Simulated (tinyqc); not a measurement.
Free and trapped electrons in a MOS channel with a dense trap tail: two steps of the calculation.

p-type body, charge-sheet picture, full ionisation (an idealisation for deep acceptors), Boltzmann statistics for free electrons. e = Ec - EF at the surface. Acceptor-like traps of density D(E) = D0 + De exp(-E/Ew) at depth E below Ec, from 0 to Eu, hold n_t = integral of D(E)/(1 + exp((e - E)/Vt)). psi = Eg - Vt ln(Nv/Na) - e; N_dep = sqrt(2 eps0 eps_r Na (psi - Vt)/q); n_f = sqrt(N_dep^2 + 2 eps0 eps_r Vt Nc exp(-e/Vt)/q) - N_dep; Vg = Vfb + psi + q (N_dep + n_t + n_f)/Cox, Cox = eps0 eox/tox.

Inputs (values chosen for the exercise); band and dielectric values close to those of 4H silicon carbide: temperature T = 300 K; band gap Eg = 3.28 eV; relative permittivity eps_r = 9.63; conduction-band density of states at T Nc = 1.7e19 cm^-3; valence-band density of states at T Nv = 2.46e19 cm^-3; relative permittivity of the insulator eox = 3.9; insulator thickness tox = 38 nm; acceptor density Na = 1.1e17 cm^-3; flat-band voltage without trapped charge Vfb = -2.72 V; constant background density of acceptor-like traps D0 = 1.1e11 cm^-2 eV^-1; density of the tail at the conduction edge De = 4.7e13 cm^-2 eV^-1; decay energy of the tail Ew = 0.1 eV; depth below Ec down to which the traps reach Eu = 0.51 eV; mobility of free electrons mf = 78 cm^2/(V s); Ec - EF at the surface e = 0.03 eV.

Constants: q = 1.602176634e-19 C, kB = 1.380649e-23 J/K, Vt = kB T/q, eps0 = 8.8541878128e-14 F/cm where lengths are in cm. Results are converted to the units shown.

Problem 1. Trapped charge. Trapezoid rule on 13 equal steps from 0 to Eu, f = 1/(1 + exp((e - E)/Vt)).

Give: E; D(E) f; n_t.

Solution 1.

E, point 0 to 13 (eV): [0, 0.039231, 0.078462, 0.11769, 0.15692, 0.19615, 0.23538, 0.27462, 0.31385, 0.35308, 0.39231, 0.43154, 0.47077, 0.51000]
D(E) f, point 0 to 13 (cm^-2 eV^-1): [1.1240e13, 1.8743e13, 1.8689e13, 1.4122e13, 9.8232e12, 6.7093e12, 4.5735e12, 3.1259e12, 2.1474e12, 1.4863e12, 1.0397e12, 7.3799e11, 5.3420e11, 3.9655e11]
n_t = 3.4346e12 cm^-2

Problem 2. Charges and gate voltage. psi, N_dep, n_f and Vg as defined, with the n_t given; free share n_f/(n_f + n_t); apparent mobility mf n_f/(n_f + n_t); gate voltage spent on traps q n_t/Cox.

n_t = 3.4346168e12 cm^-2

Find: psi; N_dep; n_f; Vg; free share; apparent mobility; gate voltage spent on traps.

Solution 2.

psi = 3.110 V
N_dep = 1.900e12 cm^-2
n_f = 3.529e11 cm^-2
Vg = 10.42 V
free share = 9.317 %
apparent mobility = 7.268 cm^2/(V s)
gate voltage spent on traps = 6.056 V

Numbers from tinyqc (`OMP_NUM_THREADS=1 python tinyqc.py 2222035 2222036 out.jsonl`; about 0.04 s on one thread of a shared Intel Xeon 2.30GHz).
